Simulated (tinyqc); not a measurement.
Tersoff bond-order potential: one step, computed by the program tinyqc.

E = (1/2) sum_(i, j != i) [A exp(-lambda r_ij) - b_ij B exp(-mu r_ij)], b_ij = (1 + (beta zeta_ij)^n)^(-1/(2n)), zeta_ij = sum_(k != i, j) g(theta_ijk), g = 1 + c^2/d^2 - c^2/(d^2 + (h - cos theta)^2), with theta at atom i. Only nearest neighbours count (cut-off function 1 for them, 0 beyond).

Problem. An open trimer. Atom 1 binds atoms 2 and 3, which do not interact. b_12 = b_13 follow from zeta = g(theta); b_21 = b_31 = 1. E = sum over the two bonds of A exp(-lambda r) - (b + 1)/2 B exp(-mu r).

Inputs (values chosen for the exercise, modelled on silicon):
```
quantity                  value        unit
A                        1801.2          eV
B                        479.67          eV
lambda                   2.4799  1/angstrom
mu                       1.7322  1/angstrom
beta                   1.08e-06           -
n                        0.7968           -
c                         98650           -
d                         16.19           -
h                       -0.6028           -
bond length r_12           2.39    angstrom
bond length r_13           2.33    angstrom
angle theta at atom 1       134     degrees
```

Give: g(theta); bond order b_12; repulsive terms; attractive terms B exp(-mu r); energy of the trimer.

Solution.

g(theta) = 1196

bond order b_12 = 0.9969

repulsive terms (eV): 4.803  5.574

attractive terms B exp(-mu r) (eV): 7.638  8.475

energy of the trimer = -5.711 eV

g is least (g = 1) at cos theta = h, 127.1 degrees, wider than the tetrahedral 109.47.
